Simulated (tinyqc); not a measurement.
Screening of the starting offset: band offset of a heterojunction with an interface dipole (two-band chains, self-consistent charge).

Sites alternate A, C. Left: A at -G1/2, C at +G1/2, hopping -t1; right: A at D - G2/2, C at D + G2/2, hopping -t2; the bonds across the two interfaces of a ring (C left to A right, C right to A left) have -sqrt(t1 t2). D is the offset of the mid-gaps, so Ev(right) - Ev(left) = D - (G2 - G1)/2 and Ec(right) - Ec(left) = D + (G2 - G1)/2. The closing bond has its sign reversed (antiperiodic ring). Half the levels are filled with two electrons each. The charge moved is q = (electrons on the left) less one a site; the mean over the two interfaces, q/2, is taken as the charge that crosses each, and its dipole opposes the offset: D = D0 - u q/2.

From here on the ring has 24 cells a side.

Values chosen for the exercise (gaps near those of Si and Ge; the chains and D0 are free models, so the offsets are not those of the real pair; not measured data): G1 = 1.1 eV (gap on the left); G2 = 0.68 eV (gap on the right); t1 = 2.34 eV (hopping on the left); t2 = 2.35 eV (hopping on the right); u = 5 eV (potential step per electron moved across).

chi = 0.599887 1/eV

D0 is varied; the self-consistent D is found by bisection. chi = dq/dD at D = 0; the linear rule is D = S D0 with S = 1/(1 + u chi/2). The gap of the junction closes (type III) at |D| = (G1 + G2)/2.

Against D0:
```
2 D0/(G1 + G2)  D0 (eV)  q at D0   D (eV)    D/D0  linear (eV)
-0.85            -0.756  -0.5196  -0.2996  0.3960      -0.3026
-0.55            -0.489  -0.3079  -0.1950  0.3984      -0.1958
-0.30            -0.267  -0.1623  -0.1067  0.3995      -0.1068
-0.15            -0.134  -0.0803  -0.0534  0.3999      -0.0534
0.10              0.089   0.0535   0.0356  0.4000       0.0356
0.25              0.223   0.1347   0.0889  0.3997       0.0890
0.50              0.445   0.2774   0.1774  0.3987       0.1780
0.80              0.712   0.4789   0.2823  0.3965       0.2848
0.95              0.846   0.6159   0.3340  0.3950       0.3382
```

What can be read from this table?

D/D0 lies between 0.395 and 0.400, against S = 0.400 from chi at D = 0; the linear rule misses by at most 4 meV. q is odd in D. Most of the starting offset is screened, which draws the neutrality levels together.

Program tinyqc; command `OMP_NUM_THREADS=1 python tinyqc.py 1452417 1452418 out.jsonl`; about 0.4 s on one thread of a shared Intel(R) Xeon(R) Processor @ 2.30GHz.
